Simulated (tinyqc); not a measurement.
Ferroelectric hysteresis, discrete Preisach model: which history is remembered.

25 bistable elements (j, k) switch to +1 when V reaches u_j and to -1 when V falls to -u_k, and keep their state between. P = Ps sum w_jk s_jk. All elements start at -1. No time dependence and no dielectric part.

w_jk is proportional to exp[-(a_j^2 + a_k^2 - 2 cr a_j a_k)/(2 (1 - cr^2))], a_j = (u_j - Vc)/sg, and the weights sum to one. Each row applies its voltages in turn to the starting state.

Parameters, values chosen for the exercise:
```
symbol,value,unit,meaning
Ps,11,uC/cm^2,saturation polarisation
Vc,0.91,V,mean coercive voltage
sg,0.52,V,spread of the switching voltages
up,"[0.25, 0.75, 1.25, 1.75, 2.25]",V,list of the u_j
cr,0,,correlation of up and down voltages
```

Final polarisation:
```
	P (uC/cm^2)
+2 V	10.68
+1.5, -1, +2 V	10.68
+2, -1.5 V	-8.35
+2, -1, +1, -1.5 V	-8.35
+2.5, -1.5, +1.5 V	8.64
+1.5 V	8.31
```

Rows 1 and 2 agree, and so do rows 3 and 4: a larger excursion wipes out the smaller ones before it. Rows 5 and 6 end at the same voltage yet differ by 0.328 uC/cm^2, because row 5 keeps elements set by the earlier full write that the negative pulse did not reach.

Computed by the program tinyqc: `OMP_NUM_THREADS=1 python tinyqc.py 2860051 2860052 out.jsonl`, one thread of a shared Intel Xeon 2.30GHz, about 0.01 s for the whole run.
